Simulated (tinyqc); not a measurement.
All approximations against the coupling: Froehlich polaron in a polar crystal. Computed by tinyqc, a small Python program. Command: `OMP_NUM_THREADS=1 python tinyqc.py 3010298 3010299 out.jsonl frohlich walk`. One thread of a shared host (Intel(R) Xeon(R) Processor @ 2.30GHz), about 0.06 s of CPU time with the checks.

One electron in a parabolic band of mass m*, coupled to dispersionless LO phonons in the continuum model. Energies are in units of hbar omega unless marked, wave numbers in k_0 = sqrt(2 m* omega/hbar).

Inputs (values chosen for the exercise, for a model crystal): band mass m* = 2.72 m_0; LO phonon energy hbar omega = 51.8 meV; eps_inf = 4.02; static dielectric constant eps_s = 5.23; electron wave number k/k_0 = 0.46.

Constants: hbar^2/(2 m_0) = 3.80998212 eV angstrom^2; e^2/(4 pi eps_0) = 14.39964548 eV angstrom.

Method:
- 1/eps* = 1/eps_inf - 1/eps_s; k_0 = sqrt(2 m* omega/hbar) = sqrt(m* hbar omega / (hbar^2/(2 m_0))) with m* in m_0; alpha = (e^2/(4 pi eps_0)) k_0/(2 eps* hbar omega); polaron length 1/k_0.
- Feynman's bound: E(v, w) = 3 (v - w)^2/(4 v) - (alpha v/sqrt(pi)) int_0^infinity e^-u D(u)^(-1/2) du, D = w^2 u + ((v^2 - w^2)/v)(1 - e^(-v u)); integrals by 80 Gauss-Legendre points in s from 0 to 1 with u = 40 s^2.
- Minimise over v > w > 0 (simplex search); mass m_p/m* = 1 + (alpha v^3/(3 sqrt(pi))) int u^2 e^-u D^(-3/2) du.
- Other columns: second order -alpha; Landau-Pekar Gaussian -alpha^2/(3 pi); Lee-Low-Pines mass 1 + alpha/6. The polaron energy in meV uses the given hbar omega.

coupling constant alpha = 1.53829

Energies (hbar omega) and masses (m*):
```
alpha  second order   Gaussian   Feynman  Feynman (meV)  mass, LLP  mass, Feynman     v     w
0.38          -0.38  -0.015321  -0.38182        -19.778     1.0633          1.067  3.04  2.95
0.77          -0.77  -0.062909  -0.77763        -40.281     1.1283          1.145  3.08   2.9
1.5            -1.5   -0.23873   -1.5302        -79.264       1.25          1.321  3.17   2.8
2.5            -2.5   -0.66315   -2.5894        -134.13     1.4167          1.657  3.33  2.65
3.5            -3.5    -1.2998   -3.6885        -191.06     1.5833          2.186  3.53  2.47
6.5            -6.5    -4.4829   -7.3920        -382.91     2.0833          9.746  5.16  1.73
9.5            -9.5    -9.5758   -12.461        -645.49     2.5833          84.79  11.1  1.24
12              -12    -15.279   -18.143        -939.83          3          281.6  18.6  1.13
```

What does the comparison show, and why?

All three energies are upper bounds (-alpha through the Lee-Low-Pines state), and the Feynman value is the lowest in every row. It lies within 5 % of -alpha up to alpha = 2.5; at alpha = 12 it is 1.19 times the Gaussian value, whose alpha^2 law it approaches with a constant shift of about -3 ln 2 - 3/4 = -2.83 (here -2.86). The mass stays within 10 % of 1 + alpha/6 up to alpha = 1.5 and reaches 282 m* in the last row; w falls from 2.95 towards 1 while v grows to 18.6.

Extremes, crossings and ranges named in words are read from the listed rows.
